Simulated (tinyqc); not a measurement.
Pairing against temperature: dopants and charged point defects at anneal temperature: Fermi-level effect, clustering and pairing. Computed by tinyqc, a small Python program. Command: `OMP_NUM_THREADS=1 python tinyqc.py 3022725 3022726 out.jsonl pairing walk`. One thread of a shared host (Intel(R) Xeon(R) Processor @ 2.30GHz), about 0.01 s of CPU time with the checks.

Boltzmann statistics and full ionisation of active dopants. Energies are counted from the valence band; the defect (a vacancy or self-interstitial) has five charge states, with all degeneracy factors one.

Inputs (values chosen for the exercise, with bands modelled on GaAs):

| quantity | value | unit |
|---|---|---|
| site density N_s | 3.6e+22 | cm^-3 |
| pair binding energy E_b | 0.49 | eV |
| pair configurations Z | 6 | - |
| impurity diffusion prefactor D_0 | 0.0023 | cm^2/s |
| impurity migration energy E_m | 0.6 | eV |
| dielectric constant eps | 12.4 | - |
| active dopant density in the stored part N_2 | 1.3e+15 | cm^-3 |

Dopant: donor. Second part: pairing with a mobile impurity.

Constants: k_B = 8.617333262e-05 eV/K; e^2/(4 pi eps_0) = 14.39964548 eV angstrom.

Method. An oppositely charged mobile impurity (density M) pairs with the dopant: pairs/free = Z (N_2/N_s) exp(E_b/k_B T_2) for M << N_2; capture radius R = e^2/(4 pi eps eps_0 k_B T_2); D_m = D_0 exp(-E_m/k_B T_2); association rate 4 pi R D_m N_2; dissociation rate = association rate/(pairs/free); tau = 1/(sum of both).

Equilibrium and kinetics:

| T (K) | paired share | time constant (s) | D_m (cm^2/s) | effective D (cm^2/s) |
|---|---|---|---|---|
| 270 | 9.9672e-01 | 8.4140e+03 | 1.4528e-14 | 4.7724e-17 |
| 300 | 9.7364e-01 | 6.9285e+02 | 1.9150e-13 | 5.0482e-15 |
| 340 | 7.9887e-01 | 4.1999e+01 | 2.9377e-12 | 5.9085e-13 |
| 380 | 4.0584e-01 | 2.7621e+00 | 2.5362e-11 | 1.5069e-11 |
| 430 | 1.0706e-01 | 9.7926e-02 | 2.1354e-10 | 1.9068e-10 |
| 480 | 2.9351e-02 | 5.5482e-03 | 1.1535e-09 | 1.1196e-09 |
| 550 | 6.6509e-03 | 2.2737e-04 | 7.3078e-09 | 7.2592e-09 |
| 650 | 1.3628e-03 | 7.8523e-06 | 5.1242e-08 | 5.1172e-08 |

What does the comparison show, and why?

Half the impurity is paired at T = E_b/(k_B ln(N_s/(Z N_2))) = 371 K. The time constant at 300 K is 690 s. Below 371 K pairs win, and the effective diffusivity has the activation energy E_m + E_b = 1.09 eV; above it the impurity is free and moves with E_m = 0.6 eV.
